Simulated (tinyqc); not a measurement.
# Free and trapped electrons in a MOS channel with a dense trap tail: what changes with what

p-type body, charge-sheet picture, full ionisation (an idealisation for deep acceptors), Boltzmann statistics for free electrons. e = Ec - EF at the surface. Acceptor-like traps of density D(E) = D0 + De exp(-E/Ew) at depth E below Ec, from 0 to Eu, hold n_t = integral of D(E)/(1 + exp((e - E)/Vt)). psi = Eg - Vt ln(Nv/Na) - e; N_dep = sqrt(2 eps0 eps_r Na (psi - Vt)/q); n_f = sqrt(N_dep^2 + 2 eps0 eps_r Vt Nc exp(-e/Vt)/q) - N_dep; Vg = Vfb + psi + q (N_dep + n_t + n_f)/Cox, Cox = eps0 eox/tox.

Inputs (values chosen for the exercise); band and dielectric values close to those of 4H silicon carbide:
```
symbol    value         unit                                             meaning
T           250            K                                         temperature
Eg         3.22           eV                                            band gap
eps_r      9.69                                            relative permittivity
Nc      1.28e19        cm^-3              conduction-band density of states at T
Nv      1.91e19        cm^-3                 valence-band density of states at T
eox         3.9                           relative permittivity of the insulator
tox          52           nm                                 insulator thickness
Na       7.2e15        cm^-3                                    acceptor density
Vfb       -2.67            V            flat-band voltage without trapped charge
D0       1.7e10  cm^-2 eV^-1  constant background density of acceptor-like traps
De       4.2e12  cm^-2 eV^-1          density of the tail at the conduction edge
Ew         0.07           eV                            decay energy of the tail
Eu         0.59           eV        depth below Ec down to which the traps reach
mf          190   cm^2/(V s)                          mobility of free electrons
```

Constants: q = 1.602176634e-19 C, kB = 1.380649e-23 J/K, Vt = kB T/q, eps0 = 8.8541878128e-14 F/cm where lengths are in cm. Results are converted to the units shown.

Each table varies one quantity; the others keep the values above.

## Free and trapped charge against gate voltage

Free share n_f/(n_f + n_t); swing ln 10 n_f/(dn_f/dVg); field-effect mobility mf q (dn_f/dVg)/Cox, for a constant mf; oxide field q (N_dep + n_t + n_f)/(eps0 eox).

Results:

| Vg (V) | e (eV) | n_f (cm^-2) | n_t (cm^-2) | free share (%) | swing (mV/decade) | field-effect mobility (cm^2/(V s)) | oxide field (MV/cm) |
|---|---|---|---|---|---|---|---|
| 1.2 | 0.3072 | 2.067e6 | 9.031e9 | 0.02288 | 69.33 | 0.03146 | 0.2167 |
| 2.1 | 0.06634 | 1.256e11 | 1.368e11 | 47.87 | 986.5 | 134.4 | 0.3435 |
| 3.1 | 0.03247 | 4.602e11 | 1.999e11 | 69.72 | 2949 | 164.7 | 0.5293 |
| 4 | 0.01615 | 7.938e11 | 2.313e11 | 77.44 | 4815 | 174.0 | 0.6992 |
| 5 | 0.003311 | 1.180e12 | 2.531e11 | 82.34 | 6935 | 179.6 | 0.8891 |
| 5.9 | -0.005683 | 1.536e12 | 2.659e11 | 85.24 | 8878 | 182.6 | 1.060 |
| 7.8 | -0.02015 | 2.301e12 | 2.815e11 | 89.10 | 1.306e4 | 186.0 | 1.423 |
| 8.8 | -0.02618 | 2.707e12 | 2.862e11 | 90.44 | 1.529e4 | 186.9 | 1.614 |

Estimate the missing row, Vg = 6.9 V.

Computed row:

| Vg (V) | e (eV) | n_f (cm^-2) | n_t (cm^-2) | free share (%) | swing (mV/decade) | field-effect mobility (cm^2/(V s)) | oxide field (MV/cm) |
|---|---|---|---|---|---|---|---|
| 6.9 | -0.01389 | 1.937e12 | 2.755e11 | 87.55 | 1.107e4 | 184.7 | 1.251 |

With this row back in the table: n_f reaches 1e11 cm^-2 at Vg = 2.01 V, against 1.70 V without traps. The free share rises from 0.0229 to 90.4 % and the field-effect mobility rises from 0.0315 to 187 cm^2/(V s), although mf = 190 is constant: in the last row 98.4 % of Cox dVg goes into free electrons. The swing in the first row is 69.3 mV a decade (Vt ln 10 = 49.6). For Vg = 3.1, 4, 5, 5.9, 6.9, 7.8, 8.8 EF lies less than 2 Vt below the band edge, or above it, where degeneracy and confinement, left out, matter.

## Effect of the decay energy of the tail

VT is the Vg for n_f = 1e11 cm^-2; swing ln 10 n_f/(dn_f/dVg) at n_f = 1e8 cm^-2; the last three columns are for Vg = VT + 4.2 V, with free share n_f/(n_f + n_t) and field-effect mobility mf q (dn_f/dVg)/Cox; there EF is near the band edge, where Boltzmann statistics are rough.

Result of one run:

| Ew (eV) | e at VT (eV) | VT (V) | q n_t/Cox at VT (V) | swing (mV/decade) | n_f (cm^-2) | free share (%) | field-effect mobility (cm^2/(V s)) |
|---|---|---|---|---|---|---|---|
| 0.13 | 0.07178 | 2.493 | 0.7917 | 157.1 | 1.620e12 | 76.08 | 182.4 |

What becomes of these results when the decay energy of the tail Ew is changed from 0.13 to 0.05 eV, all else the same?

Result of the changed run:

| Ew (eV) | e at VT (eV) | VT (V) | q n_t/Cox at VT (V) | swing (mV/decade) | n_f (cm^-2) | free share (%) | field-effect mobility (cm^2/(V s)) |
|---|---|---|---|---|---|---|---|
| 0.05 | 0.07178 | 1.877 | 0.1748 | 70.37 | 1.684e12 | 89.90 | 184.0 |

The whole series:

| Ew (eV) | e at VT (eV) | VT (V) | q n_t/Cox at VT (V) | swing (mV/decade) | n_f (cm^-2) | free share (%) | field-effect mobility (cm^2/(V s)) |
|---|---|---|---|---|---|---|---|
| 0.03 | 0.07178 | 1.776 | 0.07471 | 63.16 | 1.720e12 | 93.91 | 184.9 |
| 0.05 | 0.07178 | 1.877 | 0.1748 | 70.37 | 1.684e12 | 89.90 | 184.0 |
| 0.07 | 0.07178 | 2.010 | 0.3088 | 86.74 | 1.660e12 | 86.04 | 183.4 |
| 0.09 | 0.07178 | 2.164 | 0.4620 | 108.8 | 1.643e12 | 82.43 | 182.9 |
| 0.11 | 0.07178 | 2.327 | 0.6252 | 133.0 | 1.630e12 | 79.10 | 182.6 |
| 0.13 | 0.07178 | 2.493 | 0.7917 | 157.1 | 1.620e12 | 76.08 | 182.4 |
| 0.15 | 0.07178 | 2.659 | 0.9572 | 180.2 | 1.612e12 | 73.35 | 182.2 |
| 0.17 | 0.07178 | 2.820 | 1.119 | 201.7 | 1.606e12 | 70.91 | 182.1 |

As Ew goes from 0.03 to 0.17, VT rises from 1.78 to 2.82 V, its part due to traps rises from 0.0747 to 1.12 V, the swing rises from 63.2 to 202 mV/decade and the field-effect mobility falls from 185 to 182 cm^2/(V s).

Numbers from tinyqc (`OMP_NUM_THREADS=1 python tinyqc.py 2222085 2222086 out.jsonl`; about 0.02 s on one thread of a shared Intel Xeon 2.30GHz).
